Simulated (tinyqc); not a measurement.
Global model of a low-pressure process discharge: electron temperature, density, ion flux and ion energy: one step, computed by the program tinyqc.

Maxwellian electrons with temperature T_e in eV, one positive ion, no negative ions, uniform bulk density n; rate constants have the Arrhenius form.

Question. Biased electrode. All bias power goes to ions: V_b = P_b/(J pi r^2). Debye length at the sheath edge lambda_D = sqrt(eps_0 T_e/(e h_L n)); Child-law sheath s = (sqrt2/3) lambda_D (2 V/T_e)^(3/4), V = V_b + V_s; ion transit time tau_i = 3 s sqrt(M/(2 e V)); collisions in the sheath s/lambda_i.

Inputs (values chosen for the exercise, of the order of those of an inductive discharge in a simple atomic gas): ion mass M = 32 u; gas temperature T_g = 600 K; bias power P_b = 340 W; radius of the biased electrode = 10 cm; bias frequency = 13.56 MHz.

ion current density J = 5.441152 mA/cm^2

T_e = 2.793274 eV

h_L = 0.3046991

plasma density n = 3.840581e+11 1/cm^3

wall potential V_s = 12.75973 V

ion mean free path = 1.711548 cm

Constants: eps_0 = 8.8541878128e-12 F/m; e = 1.602176634e-19 C; u = 1.6605390666e-27 kg.

Give: bias voltage V_b; lambda_D; sheath width s; ion transit time; transit time over bias period; s/lambda_i.

Answer.

bias voltage V_b = 198.90 V

lambda_D = 36.320 micrometre

sheath width s = 0.73953 mm

ion transit time = 62.099 ns

transit time over bias period = 0.84206

s/lambda_i = 0.043208

The sheath is nearly free of collisions.
